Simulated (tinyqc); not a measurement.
# From in-plane stress back to fraction x of B

Model: elastic strain and critical thickness of a cubic alloy layer A(1-x)B(x) on a thick substrate. Computed by tinyqc, a small Python program. Command: `OMP_NUM_THREADS=1 python tinyqc.py 3007017 3007018 out.jsonl misfit inv`. One thread of a shared host (Intel(R) Xeon(R) Processor @ 2.30GHz), about 0.02 s of CPU time with the checks.

Strain is positive in tension. The layer is coherent with the substrate unless said otherwise.

Inputs (values chosen for the exercise, modelled on GaAs(1-x)Sb(x) on GaAs):
```
quantity                        value      unit
lattice constant a_A            5.653  angstrom
lattice constant a_B            6.096  angstrom
substrate lattice constant a_S  5.653  angstrom
layer thickness h                 8.2        nm
```

Growth plane: (111).

C11, C12, C44 of A (GPa): 116.8  54.01  60.37

C11, C12, C44 of B (GPa): 88.61  41.1  43.26

Method. a = (1 - x) a_A + x a_B, the same rule for each C_ij; misfit f = (a_S - a)/a, the in-plane strain of the coherent layer. (111): D = 2 (C11 + 2 C12 - 2 C44)/(C11 + 2 C12 + 4 C44), M = 6 C44 (C11 + 2 C12)/(C11 + 2 C12 + 4 C44). The free surface carries no normal stress, so e_perp = -D f; dV/V = 2 f + e_perp; stress = M f; energy per area = M f^2 h (1 GPa nm = 1 J/m^2).

Question. A run gave the result below. Find the fraction x of B, known to lie between 0.19 and 0.44.

in-plane stress = -4.075407 GPa

Answer.

Each step takes the trial c = (a f_b - b f_a)/(f_b - f_a), f being the result less the target and a, b, c the logarithms of the listed values; c replaces end b, the old b replaces a if the sign of f changed, and otherwise f_a is halved.

Scan of the range:
```
fraction x of B  in-plane stress (GPa)
0.190                         -2.43500
0.219                         -2.77807
0.251                         -3.14799
0.289                         -3.57562
0.333                         -4.05508
0.383                         -4.57969
0.440                         -5.15177
```

False position (Illinois rule, in the logarithm of the input) inside the bracket:
```
step     end a     end b     trial  in-plane stress (GPa)
1     0.333000  0.383000  0.334810               -4.07444
2     0.383000  0.334810  0.334896               -4.07536
3     0.383000  0.334896  0.334904               -4.07545
4     0.334896  0.334904  0.334900               -4.07541
```

In-plane stress falls at every point of a 13-point scan of the range (every second point is shown), so one value fits; it is bracketed by 0.333 and 0.383. Answer: fraction x of B = 0.3349.

Caution: above about 2 % misfit, linear elasticity is rough and compressed layers tend to form islands before dislocations.
